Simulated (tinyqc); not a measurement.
Inside a calculation. Model: lateral field, substrate current, probability of reaching the oxide barrier and hot-carrier lifetime of a silicon transistor (pseudo-two-dimensional and lucky-electron models). Computed by tinyqc, a small Python program that keeps every step. Command: `OMP_NUM_THREADS=1 python tinyqc.py 3001877 3001878 out.jsonl hotcar walk`. One thread of a shared host (Intel(R) Xeon(R) Processor @ 2.30GHz), about 0.01 s of CPU time with the checks. Intermediate numbers are printed to about 6 digits and carried at full precision; extremes and crossings named in words are read from the listed rows.

Local-field models: a lucky carrier gains its energy at the peak field over a path free of collisions. Voltages are magnitudes.

Inputs (values chosen for the exercise, modelled on a silicon p-channel): channel length L = 720 nm; oxide thickness t = 13 nm; junction depth x_j = 130 nm; mobility mu = 130 cm^2/(V s); saturation velocity v_s = 0.65 1e7 cm/s; threshold voltage V_T = 0.41 V; gate voltage V_G = 3 V; drain voltage V_D = 5.7 V; ionisation prefactor A_i = 7.7e+06 1/cm; ionisation field B_i = 3.88 MV/cm; hot-carrier mean free path lambda = 4.6 nm; oxide barrier phi_b = 4.6 eV; interface-trap threshold phi_it = 4.6 eV; lifetime constant H = 300 s microampere/micrometre.

Drain: abrupt.

Constants: eps_0 = 8.8541878128e-12 F/m.

## Saturation point and current

C_ox = 3.9 eps_0/t; F_sat = 2 v_s/mu; V_Dsat = V_ov F_sat L/(V_ov + F_sat L), V_ov = V_G - V_T; I_D/W = C_ox v_s (V_ov - V_Dsat).

F_sat = 100 kV/cm

V_Dsat = 1.90480 V

drain current I_D/W = 118.304 microampere/micrometre

## Peak lateral field

Scale length l = 0.22 t^(1/3) x_j^(1/2) (all in cm); F_m = sqrt(((V_D - V_Dsat)/l_e)^2 + F_sat^2), with l_e = l; length of the velocity-saturated region l_e ln((V_D - V_Dsat)/(l_e F_sat) + F_m/F_sat).

scale length l = 86.5716 nm

peak field F_m = 449.649 kV/cm

velocity-saturated length = 189.059 nm

energy gained over one free path, e lambda F_m = 0.206839 eV

The field rises from F_sat to F_m as cosh(x/l_e), a factor 4.5, over 26 % of L. Caution: the empirical formula for l was fitted to oxides of about 15 nm or more; for thinner ones it is an extrapolation.

## Hot-carrier currents and lifetime

Substrate current I_sub/I_D = (A_i/B_i)(V_D - V_Dsat) exp(-B_i/F_m); probability of reaching the oxide barrier exp(-phi_b/(e lambda F_m)); lifetime tau = (H/(I_D/W)) exp(phi_it/(e lambda F_m)).

I_sub/I_D = 0.00134707

substrate current I_sub/W = 0.159364 microampere/micrometre

probability of reaching phi_b = 2.19524e-10

lifetime tau = 1.15515e+10 s

exponent m = phi_it/(e lambda B_i) = 2.57732

Since both exponentials depend on 1/F_m, tau I_D scales about as (I_sub/I_D)^(-m) with m = 2.58, which lets I_sub serve as the monitor. The lifetime is 36.6 times ten years (3.156e8 s).

## Substrate current against gate voltage

The formulas are those given above.

At the given drain voltage:
```
V_G (V)  V_Dsat (V)  I_D/W (microampere/micrometre)  F_m (kV/cm)  I_sub/W (microampere/micrometre)      tau (s)
0.7         0.27877                           1.939      634.147                          0.045925  1.09170e+09
1.0         0.54531                           7.715      603.763                          0.127726  6.06589e+08
1.5         0.94668                          24.745      558.094                          0.223265  7.33471e+08
2.1         1.36873                          55.470      510.207                          0.237478  1.75871e+09
2.8         1.79437                         102.840      462.095                          0.179860  7.30046e+09
3.6         2.21059                         169.102      415.286                          0.102558  5.08960e+10
4.5         2.60833                         255.821      370.860                          0.044887  6.02085e+11
5.4         2.94733                         352.680      333.318                          0.016958  9.10246e+12
6.3         3.23972                         457.588      301.270                          0.005701  1.70646e+14
```

I_sub peaks at V_G = 2.1 V, 0.37 V_D: a higher gate voltage brings more carriers but raises V_Dsat and so lowers F_m. The shortest lifetime among the rows lies at V_G = 1 V, below that of the largest I_sub, since tau depends more steeply on the field.

## Extrapolating accelerated tests

V_10 solves tau = 3.156e8 s at the given V_G. The extrapolation fits ln(tau) against 1/V_D at 1, 1.08, 1.16 and 1.25 times the given V_D (rounded to 3 digits) by least squares and reads off the same tau.

Stress points:
```
V_D (V)  1/V_D (1/V)      tau (s)
5.70        0.175439  1.15515e+10
6.16        0.162338  1.15459e+09
6.61        0.151286  1.83169e+08
7.12        0.140449  3.28119e+07
```

ten-year drain voltage V_10 = 6.46794 V

V_10 from the 1/V_D extrapolation = 6.48245 V

The extrapolation is 15 mV above the true value.

Checks made by the program: voltage drop as the integral of F_sat cosh(x/l_e) over the saturated length (relative difference below 1e-10).
